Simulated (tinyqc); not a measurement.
# Worked calculation: n-type polysilicon, carrier trapping at grain boundaries

Program tinyqc, `OMP_NUM_THREADS=1 python tinyqc.py 2830228 2830229 out.jsonl`; Intel Xeon 2.30GHz, shared host, one thread, about 0.01 s. Printed values are rounded.

One-dimensional grains of size Lg, uniform ionised doping N, monovalent traps Qt at each boundary at a depth Et below (for electrons) or above (for holes) the band edge there, abrupt depletion of width W on each side of a boundary, Boltzmann statistics. xi is the distance from the band edge at the grain centre to the Fermi level. Trapped charge Qt/(1 + exp((xi + VB - Et)/Vt)) = 2 N W, barrier VB = q N W^2/(2 eps0 eps_r).

Parameters, values chosen for the exercise; values of the order met in polycrystalline silicon:
- T = 350 K (temperature)
- eps_r = 11.7 (relative permittivity)
- NB = 3.53e19 cm^-3 (conduction-band density of states at T)
- Lg = 140 nm (grain size)
- Qt = 6.4e11 cm^-2 (trap density of a grain boundary)
- Et = 0.44 eV (depth of the trap level from the majority band edge at the boundary)
- ms = 0.28 m0 (mass for thermionic emission)
- fe = 1 (correction factor of the emission rate)
- mug = 110 cm^2/(V s) (mobility inside the grains)
- N = 1e17 cm^-3 (doping)

Constants: q = 1.602176634e-19 C, kB = 1.380649e-23 J/K, m0 = 9.1093837015e-31 kg, Vt = kB T/q, eps0 = 8.8541878128e-14 F/cm where lengths are in cm. Results are converted to the units shown.

## Starting value

W = 26 nm.

W at the start = 26 nm

## Iteration 1: new W

Partly depleted grain, xi = Vt ln(NB/N): f = 1/(1 + exp((xi + VB - Et)/Vt)), g = Qt f - 2 N W, g' = -2 Qt f (1 - f) VB/(W Vt) - 2 N, W(new) = W - g/g'.

VB = 0.0522748 V
f = 0.999079
g = 1.19410e11 cm^-2
g' = -2.00785e10 cm^-2/nm
W after iteration 1 = 31.9472 nm

## Iteration 2: new W

As before.

VB = 0.0789243 V
f = 0.997774
g = -3.68042e8 cm^-2
g' = -2.02329e10 cm^-2/nm
W after iteration 2 = 31.9290 nm

## Iteration 3: new W

As before.

VB = 0.0788344 V
f = 0.997781
g = -7479.75 cm^-2
g' = -2.02321e10 cm^-2/nm
W after iteration 3 = 31.9290 nm

## Course of the iteration

Stop when the step is below 1e-10 nm, or after 40 iterations.

Course of the iteration:

| iteration | W before the step (nm) | step (nm) |
|---|---|---|
| 1 | 26 | 5.95 |
| 2 | 31.9472 | -0.0182 |
| 3 | 31.9290 | -3.70e-7 |
| 4 | 31.9290 | 0 |

Converged in 4 iterations.

## Depletion width, Fermi level and barrier

If the trap equation with xi = Vt ln(NB/N) has a root W < Lg/2, the grain is partly depleted; otherwise W = Lg/2 and the trap equation gives xi = Et - VB + Vt ln(Qt/(N Lg) - 1). N* = Qt/Lg.

N* = 4.57143e16 cm^-3
W = 31.9290 nm
xi = 0.176937 V
VB = 0.0788344 V
share of traps filled = 0.997781

N is 2.19 N*, and the grain is partly depleted; VB = 2.61 Vt.

## Resistivity and effective mobility

n0 = NB exp(-xi/Vt); mean density n0 (1 - 2 W/Lg) by charge balance in a partly depleted grain, and n0 (sqrt(pi)/2) erf(u)/u with u = sqrt(VB/Vt) in a fully depleted one; v = sqrt(kB T/(2 pi ms m0)); barrier resistivity Vt exp(VB/Vt)/(q fe n0 v Lg); grain resistivity (1 - 2 W/Lg)/(q n0 mug); effective mobility 1/(q mean density total resistivity).

n0 = 1e17 cm^-3
mean density = 5.43872e16 cm^-3
v = 5.49114e6 cm/s
barrier resistivity = 0.334276 ohm cm
grain resistivity = 0.308598 ohm cm
resistivity = 0.642875 ohm cm
effective mobility = 178.512 cm^2/(V s)

The resistivity is 1.13 times that of a single crystal with the same N and mobility mug, and the mean density is 54.4 % of N. The effective mobility exceeds mug only because drift through the depleted grain is left out.
